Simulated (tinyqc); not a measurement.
# Worked calculation: crystallisation kinetics and data retention of a phase-change cell

Numbers from tinyqc (`OMP_NUM_THREADS=1 python tinyqc.py 2490003 2490004 out.jsonl`; about 0.02 s on one thread of a shared Intel Xeon 2.30GHz). Printed values are rounded.

Johnson-Mehl-Avrami-Kolmogorov law X = 1 - exp(-y^n), y = integral of k dt, k = (1/100 s) exp[-(Ec q/kB)(1/T - 1/T1)].

Values chosen for this exercise; values of the order of Ge-Sb-Te and related chalcogenides:
- Ec = 2.5 eV (activation energy of crystallisation)
- T1 = 410 K (temperature at which the rate k is 1/(100 s))
- n = 3.5 (Avrami exponent)
- Xf = 0.3 (crystalline share at which the state is lost)
- T = 331 K (storage temperature)
- b = 1 K/min (heating rate)
- Ta = 367 K (start of the ramp table)
- dT = 4 K (step of the table)
- m = 10 (steps)

Constants: q = 1.602176634e-19 C, kB = 1.380649e-23 J/K. Results are converted to the units shown.

Range of the model: One Arrhenius rate is assumed; incubation, growth from the boundary and the non-Arrhenius kinetics of the supercooled liquid are left out.

## Retention

At fixed T the state fails at t = (-ln(1 - Xf))^(1/n)/k; ten years are 3.15576e8 s.

k = 4.629828e-10 1/s
y at failure = 0.7448655
time to fail = 1.608841e9 s
the same in years = 50.98108
temperature for ten years = 337.2679 K

The cell meets ten years at 331 K.

## A heating ramp

T rises at the rate b. Start with y = k (kB Ta^2/(q Ec))/b, the integral from cold to Ta to leading order; over each step k is taken as exponential in T, so y gains (dT/b)(k2 - k1)/ln(k2/k1). dX/dt = n y^(n - 1) k exp(-y^n), listed as 0 once y^n exceeds 23.

| point | T (K) | k (1/s) | y | X | dX/dt (1/s) |
|---|---|---|---|---|---|
| 0 | 367 | 2.508654e-6 | 6.988066e-4 | 9.020891e-12 | 1.133447e-13 |
| 1 | 371 | 5.882817e-6 | 0.001648952 | 1.820658e-10 | 2.273388e-12 |
| 2 | 375 | 1.354670e-5 | 0.003854103 | 3.554115e-9 | 4.372299e-11 |
| 3 | 379 | 3.065034e-5 | 0.008881500 | 6.602405e-8 | 7.974790e-10 |
| 4 | 383 | 6.817582e-5 | 0.02014694 | 1.160732e-6 | 1.374741e-8 |
| 5 | 387 | 1.491586e-4 | 0.04497178 | 1.928794e-5 | 2.239020e-7 |
| 6 | 391 | 3.211509e-4 | 0.09879639 | 3.030595e-4 | 3.447451e-6 |
| 7 | 395 | 6.808078e-4 | 0.2136769 | 0.004499587 | 5.006428e-5 |
| 8 | 399 | 0.001421665 | 0.4551610 | 0.06163630 | 6.526031e-4 |
| 9 | 403 | 0.002925648 | 0.9553166 | 0.5735027 | 0.003895604 |
| 10 | 407 | 0.005935897 | 1.976458 | 0.9999807 | 2.204239e-6 |

Among the points the rate is largest at 403 K, where X = 0.574; the exact peak lies at 403.2 K.
